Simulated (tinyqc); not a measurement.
Carrier lifetime from Shockley-Read-Hall, radiative, Auger and surface recombination: one step, computed by the program tinyqc. Command: `OMP_NUM_THREADS=1 python tinyqc.py 3031888 3031889 out.jsonl lifetime walk`. One thread of a shared host (Intel(R) Xeon(R) Processor @ 2.30GHz), about 0.02 s of CPU time with the checks.

Energies are counted from the top of the valence band. Boltzmann statistics, full ionisation, and equal excess densities of electrons and holes.

Problem. Surface lifetime. The slowest diffusion mode has x tan x = S W/(2 D) with 0 < x < pi/2 (bisection), and tau_s = W^2/(4 x^2 D). The common approximation is W/(2 S) + W^2/(pi^2 D).

Inputs (values chosen for the exercise, for a model semiconductor): diffusion coefficient D = 46 cm^2/s; surface velocity S = 20 cm/s; thickness W = 7.5 micrometre.

Doping: n-type. Surface term: two equal surfaces.

Give: x; tau_s; approximate tau_s.

Solution.

x = 0.01277

tau_s = 1.875e-05 s

approximate tau_s = 1.875e-05 s

The approximation is off by 0.0012 %. Recombination at the surfaces limits: tau_s is close to W/2S.
